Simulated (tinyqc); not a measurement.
Inside a calculation (part 2 of 2). Method: UHF in the sto-3g basis, for BeH, spin multiplicity 2. This run ends on a higher stationary point, not on the lowest solution. Computed by tinyqc, a small Python program that keeps every step (integrals from PySCF). Command: `OMP_NUM_THREADS=1 python tinyqc.py 24780 24781 out.jsonl` (the two numbers bound the seeds that draw the settings). One thread of a shared host (Intel(R) Xeon(R) Processor @ 2.60GHz), about 0.09 s of CPU time with the checks.

Geometry (angstrom):
```
atom       x       y       z
Be    0.0000  0.0000  0.0000
H     0.0000  0.0000  1.5060
```

## Iteration 3: diagonalisation and new density

extrapolated F(alpha) (hartree), lower triangle:
```
          1Be 1s   1Be 2s  1Be 2px  1Be 2py  1Be 2pz    2H 1s
1Be 1s   -4.4870
1Be 2s   -1.2935  -0.5649
1Be 2px   0.0000   0.0000  -0.1508
1Be 2py   0.0000   0.0000  -0.0396   0.2179
1Be 2pz   0.0180  -0.1145   0.0000   0.0000   0.0906
2H 1s    -0.2436  -0.3639   0.0000   0.0000  -0.2250  -0.1408
```

extrapolated F(beta) (hartree), lower triangle:
```
          1Be 1s   1Be 2s  1Be 2px  1Be 2py  1Be 2pz    2H 1s
1Be 1s   -4.4657
1Be 2s   -1.2736  -0.4128
1Be 2px   0.0000   0.0000   0.3092
1Be 2py   0.0000   0.0000   0.0051   0.2618
1Be 2pz   0.0168  -0.1171   0.0000   0.0000   0.0895
2H 1s    -0.2419  -0.3424   0.0000   0.0000  -0.2700  -0.2425
```

X, lower triangle:
```
          1Be 1s   1Be 2s  1Be 2px  1Be 2py  1Be 2pz   2H 1s
1Be 1s    1.0277
1Be 2s   -0.1446   1.1135
1Be 2px   0.0000   0.0000   1.0000
1Be 2py   0.0000   0.0000   0.0000   1.0000
1Be 2pz  -0.0106   0.1020   0.0000   0.0000   1.1197
2H 1s     0.0232  -0.2719   0.0000   0.0000  -0.3203  1.2033
```

Diagonalise F' = X^T F X, C = X C', fill 3 alpha and 2 beta electrons from the bottom; D(s) = C_occ C_occ^T. Each column has its largest component positive (the first on a tie).

F' = X^T F X (alpha) (hartree), lower triangle:
```
         1        2        3       4        5       6
1  -4.3762
2  -0.6999  -0.2001
3   0.0000   0.0000  -0.1508
4   0.0000   0.0000  -0.0396  0.2179
5   0.0147   0.0183   0.0000  0.0000   0.2525
6  -0.0098  -0.3279   0.0000  0.0000  -0.3268  0.1552
```

orbital energies (alpha) (hartree): MO1 -4.4912, MO2 -0.3671, MO3 -0.1550, MO4 0.0760, MO5 0.2221, MO6 0.6138

coefficients C (alpha):
```
             MO1      MO2     MO3      MO4      MO5      MO6
1Be 1s    0.9909  -0.2147  0.0000  -0.1909   0.0000   0.1148
1Be 2s    0.0338   0.6533  0.0000   0.7237   0.0000  -0.6272
1Be 2px   0.0000   0.0000  0.9944   0.0000  -0.1057   0.0000
1Be 2py   0.0000   0.0000  0.1057   0.0000   0.9944   0.0000
1Be 2pz  -0.0013   0.2236  0.0000  -0.6081   0.0000  -0.9731
2H 1s    -0.0042   0.4679  0.0000  -0.3642   0.0000   1.1284
```

F' = X^T F X (beta) (hartree), lower triangle:
```
         1        2       3       4        5       6
1  -4.3565
2  -0.7031  -0.0359
3   0.0000   0.0000  0.3092
4   0.0000   0.0000  0.0051  0.2618
5   0.0134   0.0300  0.0000  0.0000   0.2725
6  -0.0124  -0.3180  0.0000  0.0000  -0.3513  0.0393
```

orbital energies (beta) (hartree): MO1 -4.4689, MO2 -0.3588, MO3 0.1315, MO4 0.2613, MO5 0.3098, MO6 0.6156

coefficients C (beta):
```
             MO1      MO2      MO3      MO4     MO5      MO6
1Be 1s    0.9923  -0.1537  -0.2280   0.0000  0.0000   0.1319
1Be 2s    0.0287   0.4163   0.8392   0.0000  0.0000  -0.6830
1Be 2px   0.0000   0.0000   0.0000  -0.1057  0.9944   0.0000
1Be 2py   0.0000   0.0000   0.0000   0.9944  0.1057   0.0000
1Be 2pz  -0.0018   0.2570  -0.5594   0.0000  0.0000  -0.9938
2H 1s    -0.0027   0.6419  -0.2362   0.0000  0.0000   1.0757
```

D(alpha) after iteration 3, lower triangle:
```
          1Be 1s  1Be 2s  1Be 2px  1Be 2py  1Be 2pz   2H 1s
1Be 1s    1.0281
1Be 2s   -0.1068  0.4279
1Be 2px   0.0000  0.0000   0.9888
1Be 2py   0.0000  0.0000   0.1051   0.0112
1Be 2pz  -0.0493  0.1460   0.0000   0.0000   0.0500
2H 1s    -0.1047  0.3055   0.0000   0.0000   0.1046  0.2190
```

D(beta) after iteration 3, lower triangle:
```
          1Be 1s  1Be 2s  1Be 2px  1Be 2py  1Be 2pz   2H 1s
1Be 1s    1.0083
1Be 2s   -0.0355  0.1742
1Be 2px   0.0000  0.0000   0.0000
1Be 2py   0.0000  0.0000   0.0000   0.0000
1Be 2pz  -0.0413  0.1070   0.0000   0.0000   0.0661
2H 1s    -0.1013  0.2672   0.0000   0.0000   0.1650  0.4120
```

## Iteration 4: building the Fock matrix

core Hamiltonian H = T + V (hartree), lower triangle:
```
          1Be 1s   1Be 2s  1Be 2px  1Be 2py  1Be 2pz    2H 1s
1Be 1s   -8.2185
1Be 2s   -2.0234  -2.4393
1Be 2px   0.0000   0.0000  -1.9387
1Be 2py   0.0000   0.0000   0.0000  -1.9387
1Be 2pz  -0.0143  -0.1290   0.0000   0.0000  -2.0366
2H 1s    -0.3829  -0.9685   0.0000   0.0000  -1.0594  -1.8666
```

Two-electron integrals (ij|kl) in chemists' order, unique and non-zero (hartree):
```
(11|11) 2.2988   (21|11) 0.3920   (21|21) 0.0795   (22|11) 0.5710
(22|21) 0.1430   (22|22) 0.4177   (31|31) 0.0146   (32|31) 0.0219
(32|32) 0.0923   (33|11) 0.5696   (33|21) 0.1431   (33|22) 0.4176
(33|33) 0.4499   (41|41) 0.0146   (42|41) 0.0219   (42|42) 0.0923
(43|43) 0.0242   (44|11) 0.5696   (44|21) 0.1431   (44|22) 0.4176
(44|33) 0.4014   (44|44) 0.4499   (51|51) 0.0146   (52|51) 0.0219
(52|52) 0.0923   (53|53) 0.0242   (54|54) 0.0242   (55|11) 0.5696
(55|21) 0.1431   (55|22) 0.4176   (55|33) 0.4014   (55|44) 0.4014
(55|55) 0.4499   (61|11) 0.0720   (61|21) 0.0146   (61|22) 0.0265
(61|33) 0.0263   (61|44) 0.0263   (61|51) 0.0013   (61|52) 0.0024
(61|55) 0.0269   (61|61) 0.0028   (62|11) 0.1819   (62|21) 0.0463
(62|22) 0.1482   (62|33) 0.1425   (62|44) 0.1425   (62|51) 0.0060
(62|52) 0.0377   (62|55) 0.1594   (62|61) 0.0094   (62|62) 0.0796
(63|31) 0.0042   (63|32) 0.0197   (63|53) 0.0065   (63|63) 0.0071
(64|41) 0.0042   (64|42) 0.0197   (64|54) 0.0065   (64|64) 0.0071
(65|11) 0.1979   (65|21) 0.0509   (65|22) 0.1710   (65|33) 0.1609
(65|44) 0.1609   (65|51) 0.0098   (65|52) 0.0586   (65|55) 0.1911
(65|61) 0.0108   (65|62) 0.1043   (65|65) 0.1407   (66|11) 0.3497
(66|21) 0.0905   (66|22) 0.3254   (66|33) 0.3020   (66|44) 0.3020
(66|51) 0.0136   (66|52) 0.1104   (66|55) 0.3720   (66|61) 0.0188
(66|62) 0.2241   (66|65) 0.3111   (66|66) 0.7746
```

nuclear repulsion = 1.405517 hartree

J_ij = sum D_kl (ij|kl) with D = D(alpha) + D(beta), K_ij = sum D_kl (ik|jl) for each spin; F = H + J - K(s); E = tr D H + tr D J / 2 - 0.5 sum_s tr D(s) K(s) + E_nn.

Coulomb J (hartree), lower triangle:
```
         1Be 1s  1Be 2s  1Be 2px  1Be 2py  1Be 2pz   2H 1s
1Be 1s   6.0553
1Be 2s   1.1531  2.2959
1Be 2px  0.0000  0.0000   2.2961
1Be 2py  0.0000  0.0000   0.0051   2.2487
1Be 2pz  0.0287  0.1862   0.0000   0.0000   2.3335
2H 1s    0.2160  0.9104   0.0000   0.0000   1.0896  2.1863
```

exchange K(alpha) (hartree), lower triangle:
```
          1Be 1s  1Be 2s  1Be 2px  1Be 2py  1Be 2pz   2H 1s
1Be 1s    2.3237
1Be 2s    0.4224  0.4330
1Be 2px   0.0000  0.0000   0.5102
1Be 2py   0.0000  0.0000   0.0447   0.0941
1Be 2pz  -0.0030  0.1698   0.0000   0.0000   0.2011
2H 1s     0.0763  0.3059   0.0000   0.0000   0.2474  0.4462
```

exchange K(beta) (hartree), lower triangle:
```
          1Be 1s  1Be 2s  1Be 2px  1Be 2py  1Be 2pz   2H 1s
1Be 1s    2.2997
1Be 2s    0.4034  0.2639
1Be 2px   0.0000  0.0000   0.0456
1Be 2py   0.0000  0.0000   0.0000   0.0456
1Be 2pz  -0.0019  0.1766   0.0000   0.0000   0.2093
2H 1s     0.0749  0.2878   0.0000   0.0000   0.3097  0.5845
```

F(alpha) (hartree), lower triangle:
```
          1Be 1s   1Be 2s  1Be 2px  1Be 2py  1Be 2pz    2H 1s
1Be 1s   -4.4870
1Be 2s   -1.2927  -0.5764
1Be 2px   0.0000   0.0000  -0.1528
1Be 2py   0.0000   0.0000  -0.0396   0.2159
1Be 2pz   0.0174  -0.1126   0.0000   0.0000   0.0957
2H 1s    -0.2432  -0.3641   0.0000   0.0000  -0.2172  -0.1264
```

F(beta) (hartree), lower triangle:
```
          1Be 1s   1Be 2s  1Be 2px  1Be 2py  1Be 2pz    2H 1s
1Be 1s   -4.4629
1Be 2s   -1.2737  -0.4073
1Be 2px   0.0000   0.0000   0.3119
1Be 2py   0.0000   0.0000   0.0051   0.2644
1Be 2pz   0.0163  -0.1195   0.0000   0.0000   0.0875
2H 1s    -0.2418  -0.3459   0.0000   0.0000  -0.2795  -0.2647
```

total energy of this density = -14.804956 hartree

## Iteration 4: DIIS over 4 matrices

error matrix X^T (FDS - SDF) X (alpha):
```
         1        2       3       4        5        6
1   0.0000  -0.0002  0.0000  0.0000   0.0016   0.0019
2   0.0002   0.0000  0.0000  0.0000  -0.0055  -0.0133
3   0.0000   0.0000  0.0000  0.0000   0.0000   0.0000
4   0.0000   0.0000  0.0000  0.0000   0.0000   0.0000
5  -0.0016   0.0055  0.0000  0.0000   0.0000  -0.0010
6  -0.0019   0.0133  0.0000  0.0000   0.0010   0.0000
```

B (overlaps of the stored error matrices), lower triangle:
```
               1              2              3              4
1  3.8796966e-01
2  4.7824053e-02  8.3133926e-03
3  4.2069312e-03  2.1906755e-03  1.4728043e-03
4  2.8149295e-03  1.3823301e-03  1.0388113e-03  8.3932239e-04
```

Minimise |sum c_i e_i|^2 with sum c_i = 1: solve [B -1; -1 0][c; lambda] = [0; -1] with B_ij = tr e_i^T e_j summed over both spins, and take F = sum c_i F_i.

DIIS coefficients: -0.0353  0.2989  -1.4470  2.1835

extrapolated F(alpha) (hartree), lower triangle:
```
          1Be 1s   1Be 2s  1Be 2px  1Be 2py  1Be 2pz    2H 1s
1Be 1s   -4.4871
1Be 2s   -1.2906  -0.5982
1Be 2px   0.0000   0.0000  -0.1568
1Be 2py   0.0000   0.0000  -0.0396   0.2119
1Be 2pz   0.0161  -0.1084   0.0000   0.0000   0.1095
2H 1s    -0.2423  -0.3648   0.0000   0.0000  -0.1989  -0.1001
```

extrapolated F(beta) (hartree), lower triangle:
```
          1Be 1s   1Be 2s  1Be 2px  1Be 2py  1Be 2pz    2H 1s
1Be 1s   -4.4584
1Be 2s   -1.2733  -0.3986
1Be 2px   0.0000   0.0000   0.3158
1Be 2py   0.0000   0.0000   0.0051   0.2684
1Be 2pz   0.0150  -0.1217   0.0000   0.0000   0.0884
2H 1s    -0.2418  -0.3502   0.0000   0.0000  -0.2908  -0.3006
```

## Iteration 4: diagonalisation and new density

As before.

F' = X^T F X (alpha) (hartree), lower triangle:
```
         1        2        3       4        5       6
1  -4.3778
2  -0.6921  -0.2384
3   0.0000   0.0000  -0.1568
4   0.0000   0.0000  -0.0396  0.2119
5   0.0122   0.0197   0.0000  0.0000   0.2628
6  -0.0086  -0.3301   0.0000  0.0000  -0.3128  0.1952
```

orbital energies (alpha) (hartree): MO1 -4.4913, MO2 -0.3692, MO3 -0.1610, MO4 0.0797, MO5 0.2161, MO6 0.6226

coefficients C (alpha):
```
             MO1      MO2     MO3      MO4      MO5      MO6
1Be 1s    0.9911  -0.2318  0.0000  -0.1712   0.0000   0.1116
1Be 2s    0.0335   0.7240  0.0000   0.6625   0.0000  -0.6171
1Be 2px   0.0000   0.0000  0.9944   0.0000  -0.1057   0.0000
1Be 2py   0.0000   0.0000  0.1057   0.0000   0.9944   0.0000
1Be 2pz  -0.0007   0.1920  0.0000  -0.6312   0.0000  -0.9651
2H 1s    -0.0046   0.4127  0.0000  -0.3942   0.0000   1.1398
```

F' = X^T F X (beta) (hartree), lower triangle:
```
         1        2       3       4        5        6
1  -4.3485
2  -0.7065  -0.0177
3   0.0000   0.0000  0.3158
4   0.0000   0.0000  0.0051  0.2684
5   0.0112   0.0309  0.0000  0.0000   0.2797
6  -0.0110  -0.3169  0.0000  0.0000  -0.3591  -0.0236
```

orbital energies (beta) (hartree): MO1 -4.4617, MO2 -0.3940, MO3 0.1404, MO4 0.2679, MO5 0.3164, MO6 0.6052

coefficients C (beta):
```
             MO1      MO2      MO3      MO4     MO5      MO6
1Be 1s    0.9922  -0.1409  -0.2352   0.0000  0.0000   0.1344
1Be 2s    0.0292   0.3614   0.8626   0.0000  0.0000  -0.6852
1Be 2px   0.0000   0.0000   0.0000  -0.1057  0.9944   0.0000
1Be 2py   0.0000   0.0000   0.0000   0.9944  0.1057   0.0000
1Be 2pz  -0.0013   0.2431  -0.5371   0.0000  0.0000  -1.0095
2H 1s    -0.0030   0.6868  -0.2254   0.0000  0.0000   1.0500
```

D(alpha) after iteration 4, lower triangle:
```
          1Be 1s  1Be 2s  1Be 2px  1Be 2py  1Be 2pz   2H 1s
1Be 1s    1.0359
1Be 2s   -0.1347  0.5253
1Be 2px   0.0000  0.0000   0.9888
1Be 2py   0.0000  0.0000   0.1051   0.0112
1Be 2pz  -0.0452  0.1390   0.0000   0.0000   0.0369
2H 1s    -0.1003  0.2987   0.0000   0.0000   0.0793  0.1704
```

D(beta) after iteration 4, lower triangle:
```
          1Be 1s  1Be 2s  1Be 2px  1Be 2py  1Be 2pz   2H 1s
1Be 1s    1.0043
1Be 2s   -0.0219  0.1314
1Be 2px   0.0000  0.0000   0.0000
1Be 2py   0.0000  0.0000   0.0000   0.0000
1Be 2pz  -0.0355  0.0878   0.0000   0.0000   0.0591
2H 1s    -0.0997  0.2481   0.0000   0.0000   0.1669  0.4717
```

## Iteration 10 (converged): orbitals

converged F(alpha) (hartree), lower triangle:
```
          1Be 1s   1Be 2s  1Be 2px  1Be 2py  1Be 2pz    2H 1s
1Be 1s   -4.4887
1Be 2s   -1.2882  -0.6251
1Be 2px   0.0000   0.0000  -0.1637
1Be 2py   0.0000   0.0000  -0.0396   0.2050
1Be 2pz   0.0135  -0.0957   0.0000   0.0000   0.1243
2H 1s    -0.2420  -0.3504   0.0000   0.0000  -0.1671  -0.0407
```

converged F(beta) (hartree), lower triangle:
```
          1Be 1s   1Be 2s  1Be 2px  1Be 2py  1Be 2pz    2H 1s
1Be 1s   -4.4511
1Be 2s   -1.2738  -0.3690
1Be 2px   0.0000   0.0000   0.3238
1Be 2py   0.0000   0.0000   0.0051   0.2764
1Be 2pz   0.0124  -0.1223   0.0000   0.0000   0.0835
2H 1s    -0.2428  -0.3440   0.0000   0.0000  -0.3131  -0.3615
```

As before.

F' = X^T F X (alpha) (hartree), lower triangle:
```
         1        2        3       4        5       6
1  -4.3807
2  -0.6846  -0.2756
3   0.0000   0.0000  -0.1637
4   0.0000   0.0000  -0.0396  0.2050
5   0.0087   0.0236   0.0000  0.0000   0.2664
6  -0.0100  -0.3198   0.0000  0.0000  -0.2955  0.2492
```

orbital energies (alpha) (hartree): MO1 -4.4926, MO2 -0.3608, MO3 -0.1679, MO4 0.0832, MO5 0.2092, MO6 0.6296

coefficients C (alpha):
```
             MO1      MO2     MO3      MO4      MO5      MO6
1Be 1s    0.9912  -0.2493  0.0000   0.1471   0.0000   0.1071
1Be 2s    0.0331   0.7989  0.0000  -0.5841   0.0000  -0.6037
1Be 2px   0.0000   0.0000  0.9944   0.0000  -0.1057   0.0000
1Be 2py   0.0000   0.0000  0.1057   0.0000   0.9944   0.0000
1Be 2pz  -0.0001   0.1615  0.0000   0.6615   0.0000  -0.9503
2H 1s    -0.0049   0.3420  0.0000   0.4116   0.0000   1.1569
```

F' = X^T F X (beta) (hartree), lower triangle:
```
         1        2       3       4        5        6
1  -4.3401
2  -0.7122   0.0122
3   0.0000   0.0000  0.3238
4   0.0000   0.0000  0.0051  0.2764
5   0.0082   0.0332  0.0000  0.0000   0.2832
6  -0.0123  -0.3015  0.0000  0.0000  -0.3657  -0.0970
```

orbital energies (beta) (hartree): MO1 -4.4545, MO2 -0.4266, MO3 0.1522, MO4 0.2758, MO5 0.3243, MO6 0.5872

coefficients C (beta):
```
             MO1      MO2      MO3      MO4     MO5      MO6
1Be 1s    0.9921  -0.1222  -0.2447   0.0000  0.0000  -0.1368
1Be 2s    0.0297   0.2837   0.8909   0.0000  0.0000   0.6856
1Be 2px   0.0000   0.0000   0.0000  -0.1057  0.9944   0.0000
1Be 2py   0.0000   0.0000   0.0000   0.9944  0.1057   0.0000
1Be 2pz  -0.0006   0.2315  -0.5088   0.0000  0.0000   1.0268
2H 1s    -0.0032   0.7409  -0.1998   0.0000  0.0000  -1.0179
```

D(alpha) after iteration 10, lower triangle:
```
          1Be 1s  1Be 2s  1Be 2px  1Be 2py  1Be 2pz   2H 1s
1Be 1s    1.0446
1Be 2s   -0.1663  0.6394
1Be 2px   0.0000  0.0000   0.9888
1Be 2py   0.0000  0.0000   0.1051   0.0112
1Be 2pz  -0.0404  0.1290   0.0000   0.0000   0.0261
2H 1s    -0.0901  0.2731   0.0000   0.0000   0.0552  0.1170
```

D(beta) after iteration 10, lower triangle:
```
          1Be 1s  1Be 2s  1Be 2px  1Be 2py  1Be 2pz   2H 1s
1Be 1s    0.9991
1Be 2s   -0.0052  0.0814
1Be 2px   0.0000  0.0000   0.0000
1Be 2py   0.0000  0.0000   0.0000   0.0000
1Be 2pz  -0.0289  0.0656   0.0000   0.0000   0.0536
2H 1s    -0.0937  0.2101   0.0000   0.0000   0.1715  0.5489
```

## Convergence

Stop when the energy changes by less than 1e-09 hartree and every element of the error matrix X^T (F D S - S D F) X (for each spin) is below 9e-06.

Course of the cycle:
```
iteration  E (hartree)     change  largest element of the error matrix
1           -14.557922          -                             1.92e-01
2           -14.793806  -2.36e-01                             3.77e-02
3           -14.801379  -7.57e-03                             1.76e-02
4           -14.804956  -3.58e-03                             1.33e-02
5           -14.807996  -3.04e-03                             9.19e-03
6           -14.809417  -1.42e-03                             2.83e-03
7           -14.809504  -8.63e-05                             2.64e-04
8           -14.809504  -6.85e-07                             1.36e-05
9           -14.809504  -1.31e-09                             3.03e-06
10          -14.809504  -2.25e-10                             1.39e-06
```

PySCF UHF in the same basis, after a stability check = -14.922136 hartree

Converged in 10 iterations. But the solution lies 0.11263 hartree above the reference: it is another stationary point, not the lowest one. Reruns (cap 100 unless said): DIIS 8: converged in 10 to a higher stationary point; damping 0.5: converged in 83 to a higher stationary point; level shift 0.5: converged in 80 to a higher stationary point; atomic densities as start, DIIS 8: converged in 10.

## Populations, bond orders and dipole

overlap S, lower triangle:
```
         1Be 1s  1Be 2s  1Be 2px  1Be 2py  1Be 2pz   2H 1s
1Be 1s   1.0000
1Be 2s   0.2595  1.0000
1Be 2px  0.0000  0.0000   1.0000
1Be 2py  0.0000  0.0000   0.0000   1.0000
1Be 2pz  0.0000  0.0000   0.0000   0.0000   1.0000
2H 1s    0.0482  0.3947   0.0000   0.0000   0.4751  1.0000
```

Mulliken: Z minus the diagonal of D S on the atom; Loewdin: the same with S^(1/2) D S^(1/2); Mayer order: 2 sum_s sum (D(s) S)_ij (D(s) S)_ji over the two atoms.

Charges (e):
```
atom  Mulliken  Loewdin  Mulliken spin
1Be    -0.0446  -0.0543         1.4621
2H      0.0446   0.0543        -0.4621
```

Mayer bond orders:
```
pair   order
2-1   0.7845
```

dipole moment about the origin, x y z (debye): 0.0000  0.0000  -1.9376

<S^2> of the determinant (pure state: 0.75) = 1.0111
